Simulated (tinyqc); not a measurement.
Schottky diode by thermionic emission with image-force lowering and series resistance: one step of the calculation.

Metal on an n-type semiconductor with one parabolic valley; V > 0 is forward bias (metal positive). I = I0 [exp(Vj/(n Vt)) - 1] with Vj = V - I Rs; I0 = S A* T^2 exp(-(phi - dphi)/Vt), the lowering dphi taken at zero bias.

Task. Current and small-signal resistance. I = I0 [exp(Vj/(n Vt)) - 1], dV/dI = Rs + n Vt/(I + I0).

Parameters, values chosen for the exercise; band and dielectric values close to those of In0.53Ga0.47As:
```
symbol,value,unit,meaning
T,200,K,temperature
n,1.16,,ideality factor
Rs,5.4,ohm,series resistance
```

Constants: q = 1.602176634e-19 C, kB = 1.380649e-23 J/K, Vt = kB T/q. Results are converted to the units shown.

I0 = 1.9466854e-9 A
converged Vj = 0.31928890 V

Give: I; drop over Rs; dV/dI.

Result.

I = 16.798 mA
drop over Rs = 0.090711 V
dV/dI = 6.5901 ohm

Numbers from tinyqc (`OMP_NUM_THREADS=1 python tinyqc.py 2640013 2640014 out.jsonl`; about 0.01 s on one thread of a shared Intel Xeon 2.30GHz).
